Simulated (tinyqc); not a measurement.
Hall measurement with a parallel conducting layer.

Two layers in parallel, unit Hall factors, low field: 1/Rs = q (ns mu + n2 m2); apparent mobility (ns mu^2 + sg n2 m2^2)/(ns mu + n2 m2); apparent density (ns mu + n2 m2)^2/(ns mu^2 + sg n2 m2^2); a negative value means the sign of the second layer.

Parameters, values chosen for the exercise: sheet density of the layer ns = 1.3e15 cm^-2; drift mobility mu = 47 cm^2/(V s); mobility of the parallel layer m2 = 1500 cm^2/(V s); sign of its carriers relative to the first layer sg = -1.

Constants: q = 1.602176634e-19 C. Results are converted to the units shown.

Results:
```
n2 (cm^-2),Rs (ohm/square),apparent density (cm^-2),apparent mobility (cm^2/(V s)),share of the conductance in layer 2 (%)
4e12,93.018,-7.3469e14,-91.331,8.9419
2e13,68.513,-1.9700e14,-462.44,32.931
8e13,34.464,-1.8516e14,-978.07,66.262
1e15,3.9981,-1.0845e15,-1439.5,96.086
5e15,0.82548,-5.0831e15,-1487.5,99.192
2e16,0.20763,-2.0083e16,-1496.9,99.797
9e16,0.046212,-9.0083e16,-1499.3,99.955
4e17,0.010401,-4.0008e17,-1499.8,99.990
```

Estimate the missing row, n2 = 3e14 cm^-2.

Computed row:
```
n2 (cm^-2),Rs (ohm/square),apparent density (cm^-2),apparent mobility (cm^2/(V s)),share of the conductance in layer 2 (%)
3e14,12.212,-3.8865e14,-1315.1,88.045
```

With this row back in the table: The apparent mobility falls from -91.3 to -1500 cm^2/(V s), between mu = 47 and sg m2 = -1500. The Hall signal vanishes at n2 = ns (mu/m2)^2 = 1.28e12 cm^-2, where the apparent density diverges.

tinyqc, about 0.01 s, one thread, Intel Xeon 2.30GHz (shared host): `OMP_NUM_THREADS=1 python tinyqc.py 2850137 2850138 out.jsonl`
